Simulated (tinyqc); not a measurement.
Worked calculation: Kronig-Penney superlattice by transfer matrices. Values are carried at full precision from step to step, so a last printed digit may differ when a step is redone from the rounded ones.

Wells (width a, potential 0, mass mw) alternate with barriers (width b, height V0, mass mb); period d = a + b; c = hbar^2/2m0. The vector (psi, psi'/m) is continuous, and a layer of thickness t carries it by M = [[cos kt, (m/k) sin kt], [-(k/m) sin kt, cos kt]] with k = sqrt(m (E - V)/c); for E < V, k = i kappa gives [[cosh, (m/kappa) sinh], [(kappa/m) sinh, cosh]] of kappa t. A Bloch state obeys cos(q d) = tr(Mb Mw)/2.

Constants: hbar^2/2m0 = 3.80998211 eV angstrom^2; hbar = 6.58211957e-16 eV s.

Parameters, chosen for this exercise (near those of the light valleys of a Si film between layers of SiO2; not measured data): a = 12 angstrom (well width); b = 6 angstrom (barrier width); V0 = 3.124 eV (barrier height); mw = 0.189 m0 (mass in the wells); mb = 0.512 m0 (mass in the barriers); E = 0.7809 eV (trial energy); F = 40 kV/cm (field along the axis).

## Layer matrices at one energy

Form the matrix of the well and of the barrier at E.

k in the well = 0.19682 1/angstrom
kappa in the barrier = 0.56114 1/angstrom

Mw (angstrom units):
```
           1          2
1  -0.711080   0.675179
2  -0.732200  -0.711080
```

Mb (angstrom units):
```
         1        2
1  14.5104  13.2083
2  15.8651  14.5104
```

## The matrix of one period

Multiply M = Mb Mw and take half the trace. If its size is at most 1, E lies in a miniband and q d = arccos(tr M/2); otherwise the state decays by exp(-arccosh|tr M/2|) a period.

M:
```
         1        2
1  -19.989  0.40497
2  -21.906  0.39378
```

tr M/2 = -9.7977
q d in a band, or the decay exponent in a gap = 2.973

E lies in a gap; det M = 1.0000, as for any such product.

## Miniband edges

The edges are the energies where tr M/2 = +1 (q = 0) or -1 (q = pi/d); the first three minibands.

Minibands:
```
band  bottom (eV)  top (eV)  width (meV)
1          0.4843    0.5201         35.8
2          2.0517    2.2841        232.4
3          4.0266    5.2461       1219.5
```

2 minibands of these lie wholly below V0. The first gap is 1531.6 meV wide; the single well of width a has E1 = 0.5019 eV, inside the first miniband.

## Dispersion along the axis

Solve tr M/2 = cos(q d) inside each miniband at q d/pi = 0, 1/6, ..., 1. The cosine form is E_bottom + (W/2)(1 - cos q d) with the true width W.

Energies (eV):
```
q d/pi  band 1  cosine form  band 2
0.000   0.4843       0.4843  2.2841
0.167   0.4866       0.4867  2.2658
0.333   0.4929       0.4933  2.2183
0.500   0.5017       0.5022  2.1586
0.667   0.5108       0.5112  2.1034
0.833   0.5176       0.5177  2.0653
1.000   0.5201       0.5201  2.0517
```

The cosine form, which holds for hopping between neighbouring wells alone, misses band 1 by at most 0.5 meV, 1 % of its width.

## Mass along the axis

With f(E) = tr M/2, 1 - (q d)^2/2 = 1 + f'(E_bottom)(E - E_bottom) gives m_z = -2 c f'/d^2 (f' by a central difference of 1e-6 eV at the bottom of band 1). The cosine form gives 4 c/(W d^2), W the width of band 1 between tr M/2 = +1 and -1.

f' = -59.13 1/eV
m_z = 1.391 m0
m_z of the cosine form = 1.315 m0
W = 35.78 meV

The mass along the axis is 7.36 times mw.

## In a field along the axis

One-band picture: ladder spacing e F d, Bloch frequency e F d/(2 pi hbar), and extent W/(e F) of a Stark state, with W the width of band 1; 1 kV/cm = 1e-5 V/angstrom.

e F d = 7.200 meV
Bloch frequency = 1.741 THz
W/(e F d) = 4.97 periods

The state spreads over about 5 periods.

## Checks

- Bottom of band 1 from 121 plane waves (the mass step taken by inverting the matrix of m) against the transfer matrix, eV: both 0.4843.

Program tinyqc; command `OMP_NUM_THREADS=1 python tinyqc.py 1280216 1280217 out.jsonl`; about 0.06 s on one thread of a shared Intel(R) Xeon(R) Processor @ 2.30GHz.
